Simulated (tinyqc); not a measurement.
CMOS latch-up, two-transistor model: one step of the calculation.

A parasitic pnp (emitter at Vdd, base shunted by Rw) and npn (emitter at ground, base shunted by Rs) feed each other: the npn collector current flows out of the pnp base node, the pnp collector current into the npn base node. Forward-active transistors with constant gains: Icn = Isn exp(Vn/Vt), Icp = Isp (exp(Vp/Vt) - 1). A current Ii is injected into the npn base node.

Task. The off branch. Node equations: Vp/Rw + Icp/bp = Icn and Vn/Rs + Icn/bn = Icp + Ii. Loop gain G = gn gp/[(1/Rw + gp/bp)(1/Rs + gn/bn)], gn = Icn/Vt, gp = (Icp + Isp)/Vt; the off state ends where G = 1, and Ii there is the trigger current. For each Vn: Icn, then Vp from the first equation, then Ii from the second.

Parameters, values chosen for the exercise; values close to those of bulk CMOS:
- T = 300 K (temperature)
- bn = 23.9 (current gain of the npn)
- bp = 3.7 (current gain of the pnp)
- Isn = 7.1e-15 A (saturation current of the npn at T)
- Isp = 1.1e-15 A (saturation current of the pnp at T)
- Rs = 1200 ohm (substrate resistance shunting the npn)
- Rw = 1000 ohm (well resistance shunting the pnp)
- Ii = 0.542 mA (current injected into the substrate)

Constants: q = 1.602176634e-19 C, kB = 1.380649e-23 J/K, Vt = kB T/q. Results are converted to the units shown.

Vn, point 0 to 7 (V): [0.448, 0.528, 0.578, 0.608, 0.628, 0.648, 0.663, 0.678]

Find: Icn; Vp; Icp; Ii; G.

Result.

Icn, point 0 to 7 (mA): [2.384e-4, 0.005263, 0.03641, 0.1162, 0.2519, 0.5460, 0.9754, 1.742]
Vp, point 0 to 7 (V): [2.384e-4, 0.005263, 0.03641, 0.1162, 0.2519, 0.5455, 0.7113, 0.7456]
Icp, point 0 to 7 (mA): [1.019e-14, 2.484e-13, 3.399e-12, 9.741e-11, 1.874e-8, 0.001608, 0.9772, 3.688]
Ii, point 0 to 7 (mA): [0.3733, 0.4402, 0.4832, 0.5115, 0.5339, 0.5612, -0.3839, -3.050]
G, point 0 to 7: [4.750e-13, 1.261e-11, 2.747e-10, 1.677e-8, 5.692e-6, 0.7523, 52.72, 66.53]

Ii peaks at 0.5613 mA, at Vn = 0.6484 V where G = 1; beyond it the loop feeds itself.

Numbers from tinyqc (`OMP_NUM_THREADS=1 python tinyqc.py 2670045 2670046 out.jsonl`; about 0.04 s on one thread of a shared Intel Xeon 2.30GHz).
